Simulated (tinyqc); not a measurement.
Fully depleted semiconductor-on-insulator film with two gates, non-linear Poisson equation by Newton steps: one step of the calculation.

One dimension across the film, front interface at x = 0, back interface at x = ts. psi is counted from the intrinsic level, n = ni exp(psi/Vt) (source grounded), holes neglected, acceptors ionised. Gates act through Cox = eps0 eox/tox and Cbox = 3.9 eps0/tb with potentials G1 = Vg - (phiM - chi - Vt ln(Nc/ni)) and G2 = Vb - (phiB - chi - Vt ln(Nc/ni)). Classical Boltzmann densities, no interface charge, no depletion in the back plane.

Question. Newton step. Solve a d_(i-1) + b_i d_i + a d_(i+1) = -F_i for all nodes. Half of the step is added while the largest |d| exceeds 1.5 Vt, the full step after that.

Values chosen for this exercise: temperature T = 300 K.

Constants: q = 1.602176634e-19 C, kB = 1.380649e-23 J/K, Vt = kB T/q. Results are converted to the units shown.

a = 7.5000179 uF/cm^2

```
node  diagonal b (F/cm^2)  residual F (C/cm^2)  psi after iteration 2 (V)
0           -4.6010181e-5        -5.5568149e-7                 0.37902018
1           -5.2069561e-5        -9.1308051e-7                 0.36109966
2           -3.8492428e-5        -5.9199037e-7                 0.34930808
3           -3.1173872e-5        -4.0528899e-7                 0.33965800
4           -2.6942096e-5        -2.9666421e-7                 0.33181636
5           -2.4418712e-5        -2.3189390e-7                 0.32567982
6           -2.2916023e-5        -1.9313609e-7                 0.32118647
7           -2.2086406e-5        -1.7071553e-7                 0.31832437
8           -2.1790921e-5        -1.5821438e-7                 0.31722328
9           -1.1165035e-5        -7.3202327e-8                 0.31853151
```

Wanted: Newton step d, before damping; psi after iteration 3.

Answer.

```
node  Newton step d, before damping (V)  psi after iteration 3 (V)
0                              -0.01589                     0.3631
1                              -0.02340                     0.3377
2                              -0.02480                     0.3245
3                              -0.02493                     0.3147
4                              -0.02479                     0.3070
5                              -0.02456                     0.3011
6                              -0.02425                     0.2969
7                              -0.02378                     0.2945
8                              -0.02303                     0.2942
9                              -0.02202                     0.2965
```

Numbers from tinyqc (`OMP_NUM_THREADS=1 python tinyqc.py 2190031 2190032 out.jsonl`; about 0.3 s on one thread of a shared Intel Xeon 2.30GHz).
